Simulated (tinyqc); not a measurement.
# Worked calculation: interface traps from C-V curves, high-low and Terman methods

Program tinyqc, `OMP_NUM_THREADS=1 python tinyqc.py 2030139 2030140 out.jsonl`; Intel Xeon 2.30GHz, shared host, one thread, about 0.01 s. Printed values are rounded.

MOS capacitor on an n-type substrate; psi is the band bending, negative in depletion; only majority carriers are counted. At the bending psi the Fermi level lies y = xi - psi below the conduction edge at the surface, xi = Vt ln(Nc/Nd). Dit(y) = D0 + D1 exp(-y/E1); traps fill up to the Fermi level, follow the bias and a slow signal, and do not follow a fast one. V is the gate voltage from flat band.

Values chosen for this exercise; band and dielectric values close to those of gallium nitride: temperature T = 350 K; relative permittivity eps_r = 9.43; conduction-band density of states at T Nc = 2.87e18 cm^-3; donor density Nd = 3.2e16 cm^-3; equivalent oxide thickness EOT = 1.8 nm; trap density far from the band edge D0 = 6.6e11 cm^-2 eV^-1; band-tail density at the conduction edge D1 = 9.9e12 cm^-2 eV^-1; decay energy of the tail E1 = 0.13 eV; points n = 9; deepest band bending pa = -0.9 V; shallowest band bending pb = -0.045 V.

Constants: q = 1.602176634e-19 C, kB = 1.380649e-23 J/K, Vt = kB T/q, eps0 = 8.8541878128e-14 F/cm where lengths are in cm. Results are converted to the units shown.

Range of the model: Traps more than about 25 kB T below the conduction edge emit electrons too slowly to follow an ordinary sweep, so the deepest points are idealised.

## The curves

Cox = 3.9 eps0/EOT, LD = sqrt(eps0 eps_r Vt/(q Nd)), u = psi/Vt, Cd = (eps0 eps_r/(sqrt(2) LD)) |exp(u) - 1|/sqrt(exp(u) - u - 1). Ideal V0 = psi - sqrt(2) (eps0 eps_r Vt/LD) sqrt(exp(u) - u - 1)/Cox for psi < 0; the traps add dV = (q/Cox) times the integral of Dit from 0 to psi = (q/Cox) [D0 psi + D1 E1 exp(-xi/E1) (exp(psi/E1) - 1)]. 1/C_HF = 1/Cox + 1/Cd, 1/C_LF = 1/Cox + 1/(Cd + q Dit). Take n equally spaced psi from pa to pb.

```
point    psi (V)   y (eV)  Dit (cm^-2 eV^-1)     V0 (V)     V (V)  C_HF (nF/cm^2)  C_LF (nF/cm^2)
0      -0.900000  1.03561         6.63435e11  -0.944984  -1.03243         48.3547         144.182
1      -0.793125  0.92874         6.67816e11  -0.835255  -0.91676         51.5425         147.650
2      -0.686250  0.82186         6.77784e11  -0.725318  -0.80082         55.4654         152.534
3      -0.579375  0.71499         7.00463e11  -0.615119  -0.68449         60.4599         160.080
4      -0.472500  0.60811         7.52066e11  -0.504578  -0.56749         67.1272         172.924
5      -0.365625  0.50124         8.69478e11  -0.393561  -0.44931         76.6838         196.708
6      -0.258750  0.39436         1.13663e12  -0.281810  -0.32877         92.1008         243.464
7      -0.151875  0.28749         1.74447e12  -0.168716  -0.20318         123.188         338.576
8      -0.045000  0.18061         3.12751e12  -0.052092  -0.06565         216.354         536.579
```

Cox = 1918.41 nF/cm^2

At the deepest bending the traps stretch the gate voltage from -0.945 to -1.03 V.

## High-low extraction

q Dit = (1/C_LF - 1/Cox)^(-1) - (1/C_HF - 1/Cox)^(-1) at each point.

Dit by high-low, point 0 to 8 (cm^-2 eV^-1): [6.63435e11, 6.67816e11, 6.77784e11, 7.00463e11, 7.52066e11, 8.69478e11, 1.13663e12, 1.74447e12, 3.12751e12]

With a true high-frequency curve this returns Dit exactly.

## Terman extraction

psi at each point follows from C_HF and the ideal curve. Dit = (Cox/q) d(V - V0)/dpsi by central differences over the two neighbours.

Dit by Terman, point 1 to 7 (cm^-2 eV^-1): [6.68727e11, 6.79856e11, 7.05177e11, 7.62793e11, 8.93885e11, 1.19216e12, 1.87083e12]

The differences overstate the curved tail; the largest error is 7.2 %, at point 7.
